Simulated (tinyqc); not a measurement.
Worked calculation: UHF in the sto-3g basis, for H4, spin multiplicity 1. One step of it, computed by the program tinyqc.

Task: Iteration 1: diagonalisation and new density. Diagonalise F' = X^T F X, C = X C', fill 2 alpha and 2 beta electrons from the bottom; D(s) = C_occ C_occ^T. Each column has its largest component positive (the first on a tie).

F(alpha) (hartree), order 1H 1s, 2H 1s, 3H 1s, 4H 1s:
$$\begin{pmatrix}
0.183064 & -0.167425 & -0.106520 & -0.010436 \\
-0.167425 & -0.262792 & -0.452053 & -0.065270 \\
-0.106520 & -0.452053 & -0.221526 & -0.303149 \\
-0.010436 & -0.065270 & -0.303149 & -0.409024
\end{pmatrix}$$

F(beta) (hartree), order 1H 1s, 2H 1s, 3H 1s, 4H 1s:
$$\begin{pmatrix}
-0.409107 & -0.303331 & -0.065419 & -0.010647 \\
-0.303331 & -0.221549 & -0.452111 & -0.106368 \\
-0.065419 & -0.452111 & -0.262619 & -0.166940 \\
-0.010647 & -0.106368 & -0.166940 & 0.182972
\end{pmatrix}$$

X, order 1H 1s, 2H 1s, 3H 1s, 4H 1s:
$$\begin{pmatrix}
-0.393010 & 0.702563 & -0.646670 & 0.236239 \\
1.157754 & -0.349329 & -0.219327 & 0.474264 \\
-1.157358 & -0.349977 & 0.219587 & 0.474156 \\
0.392298 & 0.702279 & 0.647263 & 0.235868
\end{pmatrix}$$

Give: F' = X^T F X; orbital energies; coefficients C; F' = X^T F X; orbital energies; coefficients C; D(alpha) after iteration 1; D(beta) after iteration 1.

Result:

F' = X^T F X (alpha) (hartree):
$$\begin{pmatrix}
0.8025 & 0.0104 & 0.0394 & -0.0468 \\
0.0104 & 0.0242 & -0.2781 & 0.0284 \\
0.0394 & -0.2781 & -0.1507 & -0.1245 \\
-0.0468 & 0.0284 & -0.1245 & -0.4697
\end{pmatrix}$$

orbital energies (alpha) (hartree): MO1 -0.5239, MO2 -0.3169, MO3 0.2407, MO4 0.8062

coefficients C (alpha), order 1H 1s, 2H 1s, 3H 1s, 4H 1s:
$$\begin{pmatrix}
0.0493 & -0.1069 & 0.9578 & 0.4368 \\
0.2936 & -0.6145 & -0.0360 & -1.1271 \\
0.4365 & -0.2065 & -0.3886 & 1.1623 \\
0.6057 & 0.7363 & 0.2129 & -0.4091
\end{pmatrix}$$

F' = X^T F X (beta) (hartree):
$$\begin{pmatrix}
0.8026 & -0.0105 & 0.0389 & 0.0467 \\
-0.0105 & 0.0234 & 0.2780 & 0.0282 \\
0.0389 & 0.2780 & -0.1500 & 0.1244 \\
0.0467 & 0.0282 & 0.1244 & -0.4698
\end{pmatrix}$$

orbital energies (beta) (hartree): MO1 -0.5239, MO2 -0.3167, MO3 0.2404, MO4 0.8063

coefficients C (beta), order 1H 1s, 2H 1s, 3H 1s, 4H 1s:
$$\begin{pmatrix}
0.6058 & 0.7364 & 0.2121 & -0.4097 \\
0.4363 & -0.2069 & -0.3873 & 1.1629 \\
0.2934 & -0.6147 & -0.0365 & -1.1268 \\
0.0493 & -0.1063 & 0.9583 & 0.4355
\end{pmatrix}$$

D(alpha) after iteration 1, order 1H 1s, 2H 1s, 3H 1s, 4H 1s:
$$\begin{pmatrix}
0.0139 & 0.0802 & 0.0436 & -0.0489 \\
0.0802 & 0.4638 & 0.2550 & -0.2747 \\
0.0436 & 0.2550 & 0.2332 & 0.1124 \\
-0.0489 & -0.2747 & 0.1124 & 0.9090
\end{pmatrix}$$

D(beta) after iteration 1, order 1H 1s, 2H 1s, 3H 1s, 4H 1s:
$$\begin{pmatrix}
0.9092 & 0.1120 & -0.2749 & -0.0485 \\
0.1120 & 0.2332 & 0.2552 & 0.0435 \\
-0.2749 & 0.2552 & 0.4640 & 0.0798 \\
-0.0485 & 0.0435 & 0.0798 & 0.0137
\end{pmatrix}$$
